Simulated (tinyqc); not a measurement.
## Insulator thickness and V0 from two charges

Problem. In an undoped wire Vg - V0 = Q/Cox + Vt ln(Q/Q0) + Vt ln(1 + Q/Q0) at the source, with Q0 = 4 eps0 eps_r Vt/R and Cox = eps0 eox/(R ln(1 + tox/R)). Find Cox, tox and V0.

Parameters, values chosen for the exercise; material values close to those of silicon:

| symbol | value | unit | meaning |
|---|---|---|---|
| T | 350 | K | temperature |
| eps_r | 11.8 |  | relative permittivity of the semiconductor |
| eox | 21.8 |  | relative permittivity of the gate insulator |
| R | 4 | nm | wire radius |

Constants: q = 1.602176634e-19 C, kB = 1.380649e-23 J/K, Vt = kB T/q, eps0 = 8.8541878128e-14 F/cm where lengths are in cm. Results are converted to the units shown.

Qs at Vg = 0.84 and 1.24 V (nC/cm^2): 960.60343  2437.4489

Answer. The two equations are linear in 1/Cox and V0; tox follows by inverting the logarithm.

Cox = 4.24 uF/cm^2
tox = 8.50 nm
V0 = 0.537 V

Computed by the program tinyqc: `OMP_NUM_THREADS=1 python tinyqc.py 2460159 2460160 out.jsonl`, one thread of a shared Intel Xeon 2.30GHz, about 0.03 s for the whole run.
